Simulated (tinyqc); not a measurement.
## MOS structure on a p-type body with a surface-enhanced doping, non-linear Poisson equation by Newton steps: charge and capacitance against gate voltage

One dimension, insulator interface at x = 0, acceptor density Na + N0 exp(-x/Ls), net doping C = -(acceptor density). psi is counted from the intrinsic level: n = ni exp((psi - Vb)/Vt), p = ni exp(-psi/Vt); deep in the body psi_b = -Vt ln(Na/ni). The gate acts through Cox = eps0 eox/tox and has the potential psi_G = Vg - (phiM - chi - Vt ln(Nc/ni)). Boltzmann statistics, full ionisation, classical densities, no oxide or interface charge.

ni = sqrt(Nc Nv) exp(-Eg/(2 Vt)), Eg in volts. The Poisson equation d/dx(eps0 eps_r dpsi/dx) = -q (p - n + C), with eps0 eps_r dpsi/dx = -Cox (psi_G - psi_0) at x = 0, is solved on a mesh of about 600 nodes or more. N_inv is the integral of n less its value deep in the body. C_LF = Cox (1 - dpsi_0/dVg) with all carriers following; C_HF is the same with the electron quasi-Fermi level shifting uniformly so that N_inv stays fixed. The centroid is that of the same excess.

Inputs (values chosen for the exercise); band and dielectric values close to those of silicon:
```
symbol,value,unit,meaning
T,400,K,temperature
Eg,1.11,eV,band gap
eps_r,11.6,,relative permittivity
Nc,4.23e19,cm^-3,conduction-band density of states at T
Nv,4.08e19,cm^-3,valence-band density of states at T
chi,3.99,eV,electron affinity
Na,8.6e17,cm^-3,acceptor density deep in the body
eox,3.9,,relative permittivity of the gate insulator (close to silicon dioxide)
tox,8.4,nm,insulator thickness
phiM,4.54,eV,gate work function
Vb,1.1,V,electron quasi-Fermi potential against the body
N0,2.9e18,cm^-3,extra acceptor density at the surface
Ls,9.6,nm,decay length
```

Constants: q = 1.602176634e-19 C, kB = 1.380649e-23 J/K, Vt = kB T/q, eps0 = 8.8541878128e-14 F/cm where lengths are in cm. Results are converted to the units shown.

Charge and capacitance against gate voltage:
```
Vg (V)  psi_0 - psi_b (V)  N_inv (cm^-2)  C_LF/Cox  C_HF/Cox  centroid (nm)
3.73                 1.65         6.35e6     0.368     0.368          0.358
3.89                 1.75         1.19e8     0.360     0.359          0.349
4.04                 1.85         1.90e9     0.360     0.352          0.342
4.2                  1.95        3.09e10     0.465     0.344          0.334
4.35                 2.01        1.78e11     0.712     0.340          0.328
4.51                 2.04        4.60e11     0.846     0.338          0.323
4.66                 2.06        7.74e11     0.897     0.337          0.318
4.82                 2.07        1.13e12     0.925     0.336          0.313
4.98                 2.08        1.50e12     0.941     0.336          0.309
```

N_inv goes from 6.35e6 to 1.50e12 cm^-2 and passes 2e11 cm^-2 at Vg = 4.36 V. Below threshold it takes 125 mV a decade between Vg = 3.89 and 4.04 V, against Vt ln 10 = 79.4 mV. C_LF/Cox is lowest, 0.360, at Vg = 3.89 V among the rows listed and ends at 0.941, while C_HF/Cox ends at 0.336. Between the last two rows q dN_inv/dVg is 0.905 Cox. Where the classical centroid is under about 2 nm, confinement would move the charge away from the interface and raise the threshold.

Numbers from tinyqc (`OMP_NUM_THREADS=1 python tinyqc.py 2080140 2080141 out.jsonl`; about 0.6 s on one thread of a shared Intel Xeon 2.30GHz).
